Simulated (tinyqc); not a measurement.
# Floating body of a partially depleted SOI transistor: body voltage and kink: output curve and kink

Source at 0 V. Channel current Ic = 2 nf K Vt^2 [F(0) - F(Vd)](1 + la Vd), F(V) = ln^2(1 + exp((Vg - VT - nf V)/(2 nf Vt))), VT = VT0 - gb Vb. Saturation voltage Vs = 2 Vt sqrt(F(0)) + 3 Vt, excess Ve = (Vd - Vs + sqrt((Vd - Vs)^2 + 0.0004 V^2))/2, multiplication M1 = Ai Ve exp(-Bl/Ve). Each junction passes D(v) = J1 (exp(v/Vt) - 1) + J2 (exp(v/(2 Vt)) - 1). Bipolar current Ib = bb J1 (exp(Vb/Vt) - 1). The body settles where M1 (Ic + Ib) = D(Vb) + D(Vb - Vd) + Vb/Rb; drain current Id = (1 + M1)(Ic + Ib) - D(Vb - Vd).

Rows with more than one solution for Vb (latch) are left out; dId/dVd by a forward difference over 1e-4 V, swing = 1e-4 V over the change of log10 Id; M1 under 1e-12 is printed as 0.

Inputs (values chosen for the exercise); values of the order met in partially depleted silicon-on-insulator transistors:
```
symbol,value,unit,meaning
T,330,K,temperature
VT0,0.33,V,threshold at zero body voltage
gb,0.19,,fall of the threshold per volt of body voltage
nf,1.5,,slope factor
K,310,uA/(V^2 um),gain factor per width
la,0.08,1/V,channel-length modulation factor
Ai,2.31,1/V,impact-ionisation prefactor
Bl,4.7,V,impact-ionisation voltage
J1,4.6e-11,uA/um,diffusion saturation current of each junction
J2,3.8e-8,uA/um,recombination saturation current of each junction
bb,3,,gain of the lateral bipolar transistor on the diffusion current
Rb,1e9,kohm um,"resistance of a weak body tie to the source (1e9 stands for no tie, and the term is then dropped)"
Vg,0.72,V,gate voltage
```

Constants: q = 1.602176634e-19 C, kB = 1.380649e-23 J/K, Vt = kB T/q. Results are converted to the units shown.

Results:
```
Vd (V),Vb (V),M1,"Id, floating (uA/um)","Id, grounded (uA/um)",ratio,"dId/dVd, floating (uS/um)","dId/dVd, grounded (uS/um)"
0.8,0.4209,7.620e-6,24.32,16.80,1.448,20.96,1.277
1,0.5496,4.385e-4,27.36,17.07,1.603,11.88,1.509
1.2,0.6172,0.004217,29.66,17.44,1.700,12.39,2.333
1.4,0.6608,0.01772,32.84,18.05,1.819,20.94,3.863
1.6,0.6931,0.04801,38.84,19.03,2.042,41.98,5.954
1.8,0.7208,0.1002,51.62,20.46,2.524,94.78,8.401
2.2,0.7930,0.2780,272.8,24.87,10.97,2951,13.71
```

Estimate the missing row, Vd = 2 V.

Computed row:
```
Vd (V),Vb (V),M1,"Id, floating (uA/um)","Id, grounded (uA/um)",ratio,"dId/dVd, floating (uS/um)","dId/dVd, grounded (uS/um)"
2,0.7493,0.1770,85.16,22.40,3.802,290.6,11.03
```

With this row back in the table: Vb rises from 0.421 to 0.793 V and the ratio of the currents rises from 1.45 to 11.0. The output conductance with a floating body exceeds the grounded value by the largest factor among the rows, 215, at Vd = 2.2 V, where Vb = 0.793 V and M1 = 0.278.

Range of the model: The multiplication law is an empirical form chosen for the exercise; self-heating and capacitive coupling to the body are left out, and the linear laws are rough once Vb passes about 0.7 V or M1 about 0.1.

Numbers from tinyqc (`OMP_NUM_THREADS=1 python tinyqc.py 2182164 2182165 out.jsonl`; about 0.2 s on one thread of a shared Intel Xeon 2.30GHz).
